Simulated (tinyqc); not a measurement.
# Decay of LO phonons and the hot-phonon bottleneck in the cooling of electrons, step by step

A worked calculation. Computed by tinyqc, a small Python program that keeps every step. Command: `OMP_NUM_THREADS=1 python tinyqc.py 3001994 3001995 out.jsonl hotphonon walk`. One thread of a shared host (Intel(R) Xeon(R) Processor @ 2.30GHz), about 0.01 s of CPU time with the checks. Intermediate numbers are printed to about 6 digits and carried at full precision; extremes and crossings named in words are read from the listed rows.

n(E, T) = 1/(exp(E/(k_B T)) - 1) is the Bose occupation. Electrons have a temperature T_e; the LO modes within their reach share one occupation N; the decay products stay at the lattice temperature.

Inputs (values chosen for the exercise, modelled on silicon carbide):

| quantity | value | unit |
|---|---|---|
| LO energy hbar omega | 119 | meV |
| lifetime at T = 0, tau_0 | 4.8 | ps |
| share f of the energy in the softer product | 0.4 | - |
| lattice temperature T | 500 | K |
| electron mass m* | 0.361 | m_0 |
| eps_inf | 6.67 | - |
| static dielectric constant eps_s | 9.64 | - |
| electron density n | 9.2e+17 | 1/cm^3 |
| density of LO modes that the electrons reach, N_m | 9.9e+18 | 1/cm^3 |
| power supplied per electron P | 1 | nW |
| step factor | 1 | - |

Decay channel: two unequal phonons (Ridley).

Constants: k_B = 8.617333262e-05 eV/K; c = 299792458 m/s; e^2/(4 pi eps_0) = 14.39964548 eV angstrom; hbar^2/(2 m_0) = 3.80998212 eV angstrom^2; hbar = 6.582119569e-16 eV s; e = 1.602176634e-19 C; k_B = 1.380649e-23 J/K.

## Lifetime and Raman width

Decay rate 1/tau = (1/tau_0) [1 + n(f hbar omega) + n((1 - f) hbar omega)]. Full width Gamma = 1/(2 pi c tau) in 1/cm, c in cm/s.

thermal factor tau_0/tau = 1.73104

phonon lifetime tau = 2.77290 ps

Raman width Gamma = 1.91454 1/cm

equilibrium LO occupation N_0 = 0.0674332

Stimulated decay shortens the lifetime by 42 %.

## Spontaneous emission time

Froehlich coupling alpha = (e^2/(4 pi eps_0)) (1/eps_inf - 1/eps_s) k_0/(2 hbar omega), k_0 = sqrt(m* hbar omega/(hbar^2/(2 m_0))); emission time tau_sp = hbar/(2 alpha hbar omega); bottleneck ratio r = (n/N_m) tau/tau_sp.

alpha = 0.296752

emission time tau_sp = 9.31955 fs

bottleneck ratio r = 27.6498

r compares the rate at which electrons exchange quanta with a mode to its decay rate. Exchange outruns decay, so a hot population builds up if the power is high enough.

## Electron and phonon temperatures in closed form

Net emission per electron: [(N + 1) x - N]/tau_sp with x = exp(-hbar omega/(k_B T_e)), a simple two-level balance; steady state of the modes: n [(N + 1) x - N]/tau_sp = N_m (N - N_0)/tau; power per electron P = hbar omega [(N + 1) x - N]/tau_sp. With p = P tau_sp/(hbar omega): N = N_0 + r p and x = (p + N)/(N + 1); without hot phonons N = N_0. The mode temperature T_LO solves n(hbar omega, T_LO) = N.

reduced power p = 4.88807e-04

LO occupation N = 0.0809486

electron temperature T_e = 534.055 K

T_e without hot phonons = 501.311 K

mode temperature T_LO = 532.814 K

Hot phonons raise T_e by 33 K. T_LO lies close to T_e: electrons and LO modes form one hot system, cooled only by the decay.

## The same balance by iteration

Eliminating N gives P(T_e) = (hbar omega/tau_sp) [(N_0 + 1) x - N_0]/[1 + r (1 - x)]. Newton steps on ln P against ln T_e, times the step factor, each limited to 0.7 in ln T_e and to keeping a fifth of T_e - T; start at 1.5 T; stop when |ln(P/P(T_e))| < 1e-9 or after 40 steps.

Iterations:

| step | T_e (K) | P(T_e) (nW) | ln(P/P(T_e)) |
|---|---|---|---|
| 0 | 750.000 | 8.59008 | -2.15061e+00 |
| 1 | 550.000 | 1.49118 | -3.99568e-01 |
| 2 | 531.253 | 0.91514 | 8.86819e-02 |
| 3 | 533.946 | 0.99670 | 3.30134e-03 |
| 4 | 534.055 | 1.00000 | 4.77227e-06 |
| 5 | 534.055 | 1.00000 | 1.00278e-11 |

converged (1 yes, 0 no) = 1

T_e from the iteration = 534.055 K

Converged at step 5.

## Energy relaxation with and without hot phonons

P(T_e) = (hbar omega/tau_sp) [(N_0 + 1) x - N_0]/[1 + r (1 - x)], and r = 0 without hot phonons; energy relaxation time tau_E = (3/2) k_B (T_e - T)/P.

Cooling:

| T_e (K) | P, cold phonons (nW) | P, hot phonons (nW) | ratio | tau_E (ps) | N |
|---|---|---|---|---|---|
| 530 | 23.3440 | 0.877346 | 26.6075 | 0.708150 | 0.0792908 |
| 580 | 63.9657 | 2.45143 | 26.0932 | 0.675841 | 0.100565 |
| 650 | 122.983 | 4.85217 | 25.3459 | 0.640221 | 0.133012 |
| 800 | 250.675 | 10.5640 | 23.7291 | 0.588120 | 0.210211 |
| 1000 | 410.916 | 18.9360 | 21.7002 | 0.546835 | 0.323361 |
| 1300 | 616.911 | 32.3126 | 19.0920 | 0.512735 | 0.504151 |
| 1800 | 875.999 | 55.4025 | 15.8115 | 0.485946 | 0.816222 |
| 2500 | 1118.97 | 87.8652 | 12.7351 | 0.471398 | 1.25497 |

Reabsorption cuts the loss by a factor 26.6 at the lowest T_e and 12.7 at the highest; the factor is 1 + r (1 - x) with r = 27.6. tau_E runs from 0.71 to 0.47 ps, with its shortest value, 0.47 ps, at T_e = 2500 K, against tau_sp = 9.3 fs and a phonon lifetime of 2.8 ps. For r (1 - x) much above 1 the loss tends to hbar omega (N_m/n)(n(hbar omega, T_e) - N_0)/tau, in which tau_sp no longer appears. Pauli blocking is left out, as are upper valleys and non-parabolic bands, which can matter above about 1000 K.

Checks made by the program: iteration against the closed form (relative difference below 1e-10).
